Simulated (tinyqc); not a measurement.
Rigid-ion and shell models of the dielectric response of an ionic crystal: one step, computed by the program tinyqc.

Charges +Z and -Z; 8 nearest neighbours, Madelung constant M = 1.762675, volume per ion pair Omega = 1.539601 d^3. Energy per pair U = -M Z^2 e2/d + 8 A exp(-d/rho), e2 = e^2/(4 pi eps_0). In the shell model the anion is a core of charge Y - Z and a massless shell of charge -Y, joined by the spring k; the repulsion acts on the shell. Each ion feels the Lorentz field E + (4 pi/3) P (Gaussian units).

Problem. As a gate dielectric. Capacitance per area eps_0 eps_s/t; equivalent oxide thickness EOT = t x 3.9/eps_s; the surface optical mode against silicon (eps = 11.7) lies at omega_TO sqrt[(eps_s + 11.7)/(eps_inf + 11.7)], and its squared coupling to channel electrons scales as g = hbar omega_SO [1/(11.7 + eps_inf) - 1/(11.7 + eps_s)], with hbar omega = h c x wavenumber.

Inputs (values chosen for the exercise, for a model crystal): film thickness t = 11 nm.

Structure: caesium chloride.

omega_TO = 260.2130 1/cm

eps_s = 12.22656

eps_inf = 2.193018

Constants: eps_0 = 8.8541878128e-12 F/m; 1 THz = 33.35640952 1/cm; h x 1 THz = 4.135667696 meV.

Give: capacitance per area; equivalent oxide thickness; surface optical mode; remote-phonon coupling g.

Solution.

capacitance per area = 9.841 fF/micrometre^2

equivalent oxide thickness = 3.509 nm

surface optical mode = 341.5 1/cm

remote-phonon coupling g = 1.278 meV
